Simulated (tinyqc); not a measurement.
# Read current of a NAND string, cells in series solved by shooting, step by step

Numbers from tinyqc (`OMP_NUM_THREADS=1 python tinyqc.py 2142216 2142217 out.jsonl`; about 0.8 s on one thread of a shared Intel Xeon 2.30GHz). Printed values are rounded.

Cells in series, numbered from 0 at the source line (0 V) to the bit line, each followed by a gap resistance Rg. A cell with gate Vg, threshold VT, source Vs and drain Vd passes I = 2 nf K Vt^2 [F(Vs) - F(Vd)]/(1 + th max(Vg - VT, 0)), F(V) = ln^2(1 + exp((Vg - VT - nf V)/(2 nf Vt))). The selected cell has Vg = Vr, the others Vg = Vp.

Inputs (values chosen for the exercise); values of the order met in vertical NAND strings: temperature T = 358 K; gain factor of a cell K = 25 uA/V^2; slope factor nf = 1.8; mobility reduction factor th = 0.17 1/V; resistance of the gap between cells Rg = 1.2 kohm; bit-line voltage Vbl = 0.3 V; pass voltage Vp = 6.3 V; read voltage on the selected word line Vr = 1.38 V.

Constants: q = 1.602176634e-19 C, kB = 1.380649e-23 J/K, Vt = kB T/q. Results are converted to the units shown.

## Step 1: node voltages for a trial current

first trial current = 1 uA
thresholds from the source end, cell 0 to 3 (V): [-0.8, 4.3, 0.4, 4.3]

For a trial current I start at 0 V and, cell by cell (the selected one is cell 2), solve for the drain: sqrt(F(Vd)) = sqrt(F(Vs) - I/k), k = 2 nf K Vt^2/(1 + th max(Vg - VT, 0)), Vd = [Vg - VT - 2 nf Vt ln(exp(sqrt F) - 1)]/nf, then add I Rg.

node voltage after each cell and gap, trial 1, cell 0 to 3 (V): [0.0136535, 0.0423309, 0.0981535, 0.129190]

## Step 2: node voltages for a trial current

second trial current = 1.8 uA

As before.

node voltage after each cell and gap, trial 2, cell 0 to 3 (V): [0.0246047, 0.0772710, 0.193319, 0.255867]

## Course of the secant iteration

Secant steps on the end voltage less Vbl, from the two trials; a trial above the saturation current of a cell has no solution and is moved halfway to the previous trial. Stop below 1e-9 V.

Course of the iteration:
```
iteration   I (uA)  end voltage - Vbl (V)  halvings
1          2.07872                8.61e-3         0
2          2.03323               -4.37e-4         0
3          2.03542               -4.35e-6         0
4          2.03545                2.19e-9         0
5          2.03545              -1.00e-14         0
```

Converged in 5 iterations to I = 2.0354 uA. The selected cell takes 45.3 % of the bit-line voltage and the gaps together 3.26 %.
